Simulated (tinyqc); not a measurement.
Inside a calculation. Model: vacuum evaporation: vapour pressure, source flux, thickness distribution, purity and step coverage. Computed by tinyqc, a small Python program that keeps every step. Command: `OMP_NUM_THREADS=1 python tinyqc.py 3111409 3111410 out.jsonl evap walk`. One thread of a shared host (Intel(R) Xeon(R) Processor @ 2.30GHz), about 0.01 s of CPU time with the checks. Intermediate numbers are printed to about 6 digits and carried at full precision; extremes and crossings named in words are read from the listed rows.

Molecular flow, unit sticking of the metal, no re-evaporation. The background gas is taken as water vapour (18.015 g/mol, collision diameter 0.37 nm) at 300 K.

Inputs (values chosen for the exercise, modelled on gallium, with constants for the liquid):
```
quantity                         value    unit
molar mass M                     69.72   g/mol
film density rho                  5.91  g/cm^3
vapour-pressure constant A       10.69       -
vapour-pressure constant B       13930       K
source temperature T              1190       K
source area                          5    cm^2
directionality n                     1       -
source-to-wafer distance h          34      cm
wafer radius R                       5      cm
source offset from the axis s/h   0.33       -
background pressure p            0.002      Pa
sticking of background gas         0.3       -
aspect ratio of a trench           1.1       -
```

Constants: u = 1.6605390666e-27 kg; k_B = 1.380649e-23 J/K; R = 8.314462618 J/(mol K).

## Vapour pressure and flux

log10(p_v/Pa) = A - B/T; flux from the surface Phi = p_v/sqrt(2 pi m k_B T), m = M u. Mass loss = Phi x area x m; heat of evaporation = ln(10) R B; d ln Phi/dT = ln(10) B/T^2 - 1/(2 T).

vapour pressure p_v = 0.0964090 Pa

flux Phi = 8.81880e+16 1/(cm^2 s)

mass loss = 0.183776 g/h

heat of evaporation = 266.686 kJ/mol

change of flux per kelvin = 2.22301 %/K

Holding the rate to 1 % needs the temperature to about 0.45 K.

## Rate and uniformity on a fixed wafer above the source

A small source emits (n + 1) Phi area cos^n(phi)/(2 pi) per solid angle; on a parallel plane at height h and lateral distance l the arrival rate is (n + 1) Phi area/(2 pi h^2) x (1 + (l/h)^2)^(-(n + 3)/2). Growth rate = arrival rate x m/rho, m = M u. The wafer is fixed and centred above the source.

arrival rate at the centre = 1.21415e+14 1/(cm^2 s)

growth rate at the centre = 0.0237843 nm/s

edge over centre = 0.958111

non-uniformity (max - min)/(max + min) = 2.13925 %

share of the material that lands on the wafer, 1 - (1 + (R/h)^2)^(-(n + 1)/2) = 2.11685 %

## Offset source and rotation

Rotating wafer, source offset by s and facing upwards: thickness at radius r is the mean over the angle a of (1 + (r^2 + s^2 - 2 r s cos a)/h^2)^(-(n + 3)/2), by 360 equal steps; non-uniformity (max - min)/(max + min) over 21 radii from 0 to R.

centre thickness relative to an axial source = 0.813233

edge over centre, rotating = 0.972843

non-uniformity, rotating = 1.37654 %

## Choosing the offset

The curvature at the centre vanishes at s/h = sqrt(2/(n + 3)).

Against the offset:
```
s/h  centre thickness  edge over centre  non-uniformity (%)
0.0           1.00000           0.95811             2.13925
0.2           0.92456           0.96411             1.82731
0.4           0.74316           0.97824             1.09995
0.5           0.64000           0.98599             0.70547
0.6           0.54066           0.99314             0.34401
0.7           0.45043           0.99927             0.03666
0.8           0.37180           1.00419             0.20912
0.9           0.30524           1.00794             0.39529
1.1           0.20475           1.01246             0.61931
```

The best row, s/h = 0.7, has 0.037 % against 2.1 % on the axis, at the price of a rate lower by a factor 2.22; the small-wafer optimum is sqrt(2/(n + 3)) = 0.71.

## Scattering and purity

Mean free path lambda = k_B T_g/(sqrt2 pi d^2 p); unscattered share exp(-h/lambda); gas arrival p/sqrt(2 pi m_g k_B T_g); impurity ratio = sticking x gas arrival/metal arrival; monolayer time = 1e15 cm^-2/(sticking x gas arrival).

mean free path = 3.40491 m

unscattered share = 0.904968

gas arrival rate = 7.16797e+15 1/(cm^2 s)

impurity ratio = 17.7111

monolayer time = 0.465032 s

Caution: more gas than metal sticks, so a compound rather than a metal film would grow.

## A trench at the wafer edge

Fixed wafer, axial point source, trench running tangentially at r = R: the beam arrives at tan(a) = R/h. Shadowed share of the floor = aspect ratio x tan(a) (at most 1); the wall facing the source grows at tan(a) times the field rate, the other wall not at all.

angle a = 8.36589 degrees

shadowed share of the floor = 0.161765

wall over field thickness = 0.147059

Checks made by the program: share on the wafer by quadrature (relative difference 1e-09).
